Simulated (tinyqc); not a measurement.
# Lossy on-chip transmission line with skin effect: what changes with what

A uniform line in a homogeneous dielectric: c = sqrt(er)/(c0 Z0), l = Z0 sqrt(er)/c0 (c0 = 299792458 m/s), g = w c td, w = 2 pi f. The resistance joins its limits as r = sqrt(r_dc^2 + r_hf^2), with r_dc = rho/(wd th), r_hf = kr rho/(2 delta (wd + th)), delta = sqrt(rho/(pi f mu0)), mu0 = 4 pi 1e-7 H/m; this is an interpolation, and internal inductance, up to 0.05 nH/mm at low frequency, is neglected.

Parameters, values chosen for the exercise:
- wd = 1.3 um (width of the strip)
- th = 1.1 um (thickness of the strip)
- rho = 2.9 uohm cm (resistivity)
- er = 2.7 (relative permittivity)
- td = 0.01 (loss tangent)
- Z0 = 40 ohm (lossless impedance sqrt(l/c))
- kr = 1.2 (factor for crowding and the return path)
- len = 0.48 mm (length)
- Rg = 50 ohm (source resistance)
- RL = 50 ohm (load resistance)
- CL = 300 fF (load capacitance)
- f = 0.21 GHz (frequency)

Each table varies one quantity; the others keep the values above.

## Line properties against frequency

gamma = sqrt((r + i w l)(g + i w c)) = alpha + i beta, Zc = sqrt((r + i w l)/(g + i w c)), roots with positive real part; loss 8.685889638 alpha in dB; phase velocity w/beta. ZL = 1/(1/RL + i w CL); reflection (ZL - Zc)/(ZL + Zc); Zin = Zc (ZL + Zc tanh(gamma len))/(Zc + ZL tanh(gamma len)); H = V_load/V_source = [Zin/(Zin + Rg)]/[cosh(gamma len) + (Zc/ZL) sinh(gamma len)].

Line properties against frequency:
```
f (GHz)  r (ohm/mm)  r/(w l)  loss (dB/mm)  |Zc| (ohm)  phase velocity over c0  length in wavelengths  |H| (dB)
0.01          20.28     1472       0.08154        1535                 0.02253               7.105e-4    -6.828
0.03          20.29    490.9        0.1411       886.2                 0.03900               0.001232    -6.828
0.09          20.30    163.7        0.2440       511.8                 0.06740               0.002138    -6.828
0.3           20.33    49.20        0.4428       280.6                  0.1221               0.003935    -6.831
0.8           20.42    18.53        0.7128       172.3                  0.1955               0.006550    -6.842
2             20.63    7.488         1.089       109.9                  0.2956                0.01083    -6.897
7             21.48    2.228         1.792       62.50                  0.4654                0.02408    -7.498
20            23.55   0.8546         2.408       45.88                  0.5666                0.05651    -10.44
60            28.99   0.3508         3.193       41.18                  0.6002                 0.1601    -17.04
```

What does the table show?

r equals w l at 16.7 GHz: below it |Zc| and the delay grow as in an RC line, above it |Zc| tends to Z0 = 40 ohm and the velocity to 1/sqrt(er) = 0.609 c0. The loss goes as f^(0.50) between the first two rows and f^(0.26) between the last two. |H| is -6.83 dB in the first row and -17.0 dB in the last; between rows it can pass through resonances that the table doesn't show.

## Effect of the load resistance

Same model as above.

The same in every row: r (ohm/mm) = 20.32; r/(w l) = 70.23; loss (dB/mm) = 0.3715; |Zc| (ohm) = 335.2; phase velocity over c0 = 0.1025; length in wavelengths = 0.003281.

Results:
```
RL (ohm)  |H| (dB)
10          -16.87
50          -6.830
75          -5.091
150         -2.914
500        -0.9832
10000     -0.05502
```

Estimate the missing row, RL = 25 ohm.

Computed row:
```
RL (ohm)  |H| (dB)
25          -10.60
```

With this row back in the table: As RL goes from 10 to 10000, the loss stays at 0.371 dB/mm, |Zc| stays at 335 ohm and |H| goes from -16.9 to -0.0550 dB, with its highest value among the rows, -0.0550 dB, at RL = 10000.

Numbers from tinyqc (`OMP_NUM_THREADS=1 python tinyqc.py 2810230 2810231 out.jsonl`; about 0.01 s on one thread of a shared Intel Xeon 2.30GHz).
